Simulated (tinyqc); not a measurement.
# Thermionic-field emission through a Schottky barrier, WKB: effect of temperature

Metal on an n-type semiconductor with one parabolic valley; V > 0 is forward bias (metal positive). Energies E are counted from the conduction edge of the neutral semiconductor, whose Fermi level lies at -xi; that of the metal lies at -xi - V. The barrier is a parabola of height Vd = phi - xi - V (depletion approximation, no image force).

Nc = 2 (2 pi me m0 kB T/h^2)^1.5 (times 1e-6 for cm^-3); Nd = Nc F12(-xi/Vt), F12(x) = (2/sqrt(pi)) int_0^infinity sqrt(u)/(1 + exp(u - x)) du; E00 = (hbar/2) sqrt(Nd/(me m0 eps0 eps_r)) in SI units (volts). For E < Vd, ln T(E) = -(Vd/E00) [sqrt(1 - y) - y ln((1 + sqrt(1 - y))/sqrt(y))], y = E/Vd; T(E) = 1 above. J = A* T (q/kB) int_0^infinity T(E) N(E) dE, N = ln[(1 + exp((-xi - E)/Vt))/(1 + exp((-xi - V - E)/Vt))], A* = 4 pi q me m0 kB^2/h^3 (times 1e-4 for A/(cm^2 K^2)). The integral is converged to the digits shown; the share over the barrier is that of E > Vd, and 0 means below 1e-6 %. phi is held fixed. By a common rule of thumb, E00/Vt below 0.5 marks thermionic emission, 0.5 to 5 thermionic-field emission and above 5 field emission.

Parameters, values chosen for the exercise; band and dielectric values close to those of gallium nitride:
- me = 0.201 m0 (electron mass)
- eps_r = 9.51 (relative permittivity)
- phi = 0.99 eV (barrier height seen from the metal)
- Nd = 1.9e19 cm^-3 (donor density)
- V = 0.13 V (bias)

Constants: q = 1.602176634e-19 C, kB = 1.380649e-23 J/K, eps0 = 8.8541878128e-12 F/m, hbar = 1.054571817e-34 J s, h = 6.62607015e-34 J s, m0 = 9.1093837015e-31 kg, Vt = kB T/q. Results are converted to the units shown.

Effect of temperature:
```
T (K)  E00/Vt  J (A/cm^2)  share over the barrier (%)  mean E/Vd
60      11.32       17.77                           0    0.08198
100     6.793       19.26                           0    0.08640
150     4.528       22.52                           0    0.09546
200     3.396       27.97                           0     0.1090
250     2.717       36.83                           0     0.1279
300     2.264       51.23                           0     0.1525
400     1.698       113.9                     4.84e-5     0.2196
500     1.359       287.0                     4.29e-3     0.3039
```

J rises from 17.8 to 287 A/cm^2, and the mean E/Vd rises from 0.0820 to 0.304, as E00/Vt falls from 11.3 (field emission) to 1.36 (thermionic-field emission). Between the first two rows J changes by a factor of 1.08, between the last two by 2.52.

Range of the model: The depletion approximation, a parabolic band and the neglect of image-force lowering make these currents estimates at high doping.

tinyqc, about 0.01 s, one thread, Intel Xeon 2.30GHz (shared host): `OMP_NUM_THREADS=1 python tinyqc.py 2640019 2640020 out.jsonl`
